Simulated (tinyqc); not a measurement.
Trap density from two Hall measurements.

Problem. p-type body, charge-sheet picture, full ionisation (an idealisation for deep acceptors), Boltzmann statistics for free electrons. e = Ec - EF at the surface. psi = Eg - Vt ln(Nv/Na) - e; N_dep = sqrt(2 eps0 eps_r Na (psi - Vt)/q); n_f = sqrt(N_dep^2 + 2 eps0 eps_r Vt Nc exp(-e/Vt)/q) - N_dep; Vg = Vfb + psi + q (N_dep + n_t + n_f)/Cox, Cox = eps0 eox/tox. Find e and n_t at both points and the mean trap density between them.

Values chosen for this exercise; band and dielectric values close to those of gallium nitride:
- T = 300 K (temperature)
- Eg = 3.39 eV (band gap)
- eps_r = 9.49 (relative permittivity)
- Nc = 2.32e18 cm^-3 (conduction-band density of states at T)
- Nv = 4.54e19 cm^-3 (valence-band density of states at T)
- eox = 3.9 (relative permittivity of the insulator)
- tox = 42 nm (insulator thickness)
- Na = 1.9e17 cm^-3 (acceptor density)
- Vfb = -2.14 V (flat-band voltage without trapped charge)

Constants: q = 1.602176634e-19 C, kB = 1.380649e-23 J/K, Vt = kB T/q, eps0 = 8.8541878128e-14 F/cm where lengths are in cm. Results are converted to the units shown.

Vg (V): 6.6038616  7.9876166
free sheet density from the Hall effect (cm^-2): 2.3270838e8  1.0935270e10

Solution. Each n_f fixes e; what the gate voltage holds beyond psi, N_dep and n_f is trapped; the difference quotient is the density, smeared over a few Vt.

e (eV): 0.163  0.0630
n_t (cm^-2): 4.34e11  1.04e12
mean trap density = 6.08e12 cm^-2 eV^-1

Computed by the program tinyqc: `OMP_NUM_THREADS=1 python tinyqc.py 2222228 2222229 out.jsonl`, one thread of a shared Intel Xeon 2.30GHz, about 0.02 s for the whole run.
